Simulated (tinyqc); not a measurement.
Electrons shared among three sets of ellipsoidal valleys: one step. Fermi level and populations.

F_j(eta) = (1/Gamma(j + 1)) integral_0^infinity x^j dx/(1 + exp(x - eta)), which tends to exp(eta) for eta << 0.

Parameters, chosen for this exercise (out of a larger set: masses and offsets near those of GaSb; mobilities are free inputs, held fixed; not measured data): dE = (0, 0.072, 0.302) eV (edges of Gamma, L, X above the first); n = 3.9e+16 1/cm^3 (total electron density).

N_i (1/cm^3): Gamma 2.513177e+16, L 1.416210e+18, X 2.717080e+18

kT = 0.00663535 eV

Question. Solve n = sum_i N_i F_1/2((EF - dE_i)/kT), energies from the edge of the first set.

Give: EF; eta_i; n_i; shares.

Answer.

EF = 0.0065 eV

eta_i: Gamma 0.97, L -9.88, X -44.54

n_i (1/cm^3): Gamma 3.89e+16, L 7.27e+13, X 0.123

shares: Gamma 0.9981, L 0.0019, X 0.0000

Gamma holds most electrons (99.8 %). Boltzmann weights N_i exp(-dE_i/kT) would give L a share of 0.0011.

Program tinyqc; command `OMP_NUM_THREADS=1 python tinyqc.py 1681134 1681135 out.jsonl`; about 0.01 s on one thread of a shared Intel(R) Xeon(R) Processor @ 2.30GHz.
